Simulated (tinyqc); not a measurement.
Substrate current against gate voltage: lateral field, substrate current, probability of reaching the oxide barrier and hot-carrier lifetime of a silicon transistor (pseudo-two-dimensional and lucky-electron models). Computed by tinyqc, a small Python program. Command: `OMP_NUM_THREADS=1 python tinyqc.py 3007324 3007325 out.jsonl hotcar walk`. One thread of a shared host (Intel(R) Xeon(R) Processor @ 2.30GHz), about 0.01 s of CPU time with the checks.

Local-field models: a lucky carrier gains its energy at the peak field over a path free of collisions. Voltages are magnitudes.

Inputs (values chosen for the exercise, modelled on a silicon n-channel): channel length L = 630 nm; oxide thickness t = 14 nm; junction depth x_j = 170 nm; mobility mu = 380 cm^2/(V s); saturation velocity v_s = 0.91 1e7 cm/s; threshold voltage V_T = 0.55 V; drain voltage V_D = 3.5 V; ionisation prefactor A_i = 2e+06 1/cm; ionisation field B_i = 1.73 MV/cm; hot-carrier mean free path lambda = 8.7 nm; oxide barrier phi_b = 3.1 eV; interface-trap threshold phi_it = 3.8 eV; lifetime constant H = 900 s microampere/micrometre.

Drain: abrupt.

Constants: eps_0 = 8.8541878128e-12 F/m.

Method:
- C_ox = 3.9 eps_0/t; F_sat = 2 v_s/mu; V_Dsat = V_ov F_sat L/(V_ov + F_sat L), V_ov = V_G - V_T; I_D/W = C_ox v_s (V_ov - V_Dsat).
- Scale length l = 0.22 t^(1/3) x_j^(1/2) (all in cm); F_m = sqrt(((V_D - V_Dsat)/l_e)^2 + F_sat^2), with l_e = l; length of the velocity-saturated region l_e ln((V_D - V_Dsat)/(l_e F_sat) + F_m/F_sat).
- Substrate current I_sub/I_D = (A_i/B_i)(V_D - V_Dsat) exp(-B_i/F_m); probability of reaching the oxide barrier exp(-phi_b/(e lambda F_m)); lifetime tau = (H/(I_D/W)) exp(phi_it/(e lambda F_m)).

At the given drain voltage:
```
V_G (V)  V_Dsat (V)  I_D/W (microampere/micrometre)  F_m (kV/cm)  I_sub/W (microampere/micrometre)     tau (s)
0.72         0.1609                            2.04       332.52                           0.04322  2.2402e+08
0.88         0.2975                            7.30       319.21                           0.11974  1.0796e+08
1.10         0.4652                           19.03       302.88                           0.22080  8.6628e+07
1.50         0.7225                           51.06       277.87                           0.32421  1.1824e+08
1.90         0.9327                           93.66       257.49                           0.33587  2.2363e+08
2.40         1.1468                          157.83       236.79                           0.28830  5.8482e+08
2.90         1.3211                          230.94       220.00                           0.22367  1.6333e+09
3.40         1.4656                          310.72       206.12                           0.16546  4.6218e+09
3.90         1.5875                          395.60       194.46                           0.11973  1.2933e+10
```

What follows from these numbers?

I_sub peaks at V_G = 1.9 V, 0.54 V_D: a higher gate voltage brings more carriers but raises V_Dsat and so lowers F_m. The shortest lifetime among the rows lies at V_G = 1.1 V, below that of the largest I_sub, since tau depends more steeply on the field.

Extremes, crossings and ranges named in words are read from the listed rows.
